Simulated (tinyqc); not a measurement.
Two-sublattice mean-field magnet: ferrimagnet, compensation points and susceptibility. Changing the z J_AB. Computed by tinyqc, a small Python program. Command: `OMP_NUM_THREADS=1 python tinyqc.py 3025476 3025477 out.jsonl ferri sweep`. One thread of a shared host (Intel(R) Xeon(R) Processor @ 2.30GHz), about 0.06 s of CPU time with the checks.

A random alloy A(1-x)B(x) with H = -sum over pairs J S_i.S_j. a = <S_A> and b = <S_B> are taken along z, a > 0. Exchange fields: h_A = (1 - x) zJ_AA a + x zJ_AB b, h_B = (1 - x) zJ_AB a + x zJ_BB b; a = S_A B_(S_A)(S_A h_A/(k_B T)) and likewise for b, with the Brillouin function B_S(y) = [(2S + 1)/(2S)] coth[(2S + 1) y/(2S)] - [1/(2S)] coth[y/(2S)].

Inputs (values chosen for the exercise, for a model ferrimagnet):

| quantity | value | unit |
|---|---|---|
| spin S_A | 2.5 | - |
| spin S_B | 3.5 | - |
| g factor g_A | 2 | - |
| g factor g_B | 2 | - |
| fraction x of B sites | 0.42 | - |
| z J_AA | 26 | meV |
| z J_BB | 2.8 | meV |
| T over T_c | 0.51 | - |
| largest number of steps | 3000 | - |

Constants: k_B = 8.617333262e-05 eV/K.

Method:
- Linearised, T (a, b) = M (a, b) with M_ij = S_i (S_i + 1) c_j zJ_ij/(3 k_B), c_A = 1 - x, c_B = x. T_c is the larger eigenvalue, and its eigenvector gives b/a at onset, (T_c - M_AA)/M_AB.
- Repeat from a = S_A, b = -S_B until a and b change by less than 1e-10.
- Net moment m = (1 - x) g_A a + x g_B b in mu_B per site; net spin s = (1 - x) a + x b. At T = 0, a = S_A and b = -S_B. Effective g = m/s.
- T_M: m = 0; T_A: s = 0; searched between 0.02 and 0.97 T_c, and given as 0 if there is no change of sign.

One run for each value:

| z J_AB (meV) | T_c (K) | b | net moment m (mu_B) | magnetic compensation T_M (K) |
|---|---|---|---|---|
| -26.0 | 913.68 | -2.8532 | 0.2184 | 162.92 |
| -22.0 | 830.70 | -2.7984 | 0.2712 | 138.33 |
| -19.0 | 770.05 | -2.7404 | 0.3244 | 120.56 |
| -15.0 | 692.46 | -2.6240 | 0.4261 | 97.60 |
| -12.0 | 638.10 | -2.4840 | 0.5433 | 80.82 |
| -8.4 | 580.11 | -2.1938 | 0.7785 | 61.01 |
| -4.8 | 535.36 | -1.6158 | 1.2398 | 41.37 |
| -1.3 | 512.33 | -0.5275 | 2.1219 | 22.32 |

Describe the trends.

Over the rows, T_c (K) falls from 914 to 512; b rises from -2.85 to -0.528; net moment m (mu_B) rises from 0.218 to 2.12.

Extremes, crossings and ranges named in words are read from the listed rows.
